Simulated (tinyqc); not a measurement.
Both saturation currents from two open-circuit voltages.

Inverse problem. Without shunt, at open circuit JL = J01 (exp(Voc/Vt) - 1) + J02 (exp(Voc/(2 Vt)) - 1). Find J01, J02 and the mean ideality (Voc2 - Voc1)/(Vt ln(JL2/JL1)).

Inputs (values chosen for the exercise): temperature T = 298.15 K.

Constants: q = 1.602176634e-19 C, kB = 1.380649e-23 J/K, Vt = kB T/q. Results are converted to the units shown.

photocurrents (mA/cm^2): [42.8, 4.28]
Voc (V): [0.22336431, 0.15498543]

Answer. The relation is linear in J01 and J02, so two light levels give two equations; series resistance plays no part at open circuit.

J01 = 6.00e-6 A/cm^2
J02 = 9.20e-5 A/cm^2
mean ideality = 1.16

tinyqc, about 0.01 s, one thread, Intel Xeon 2.30GHz (shared host): `OMP_NUM_THREADS=1 python tinyqc.py 2280119 2280120 out.jsonl`
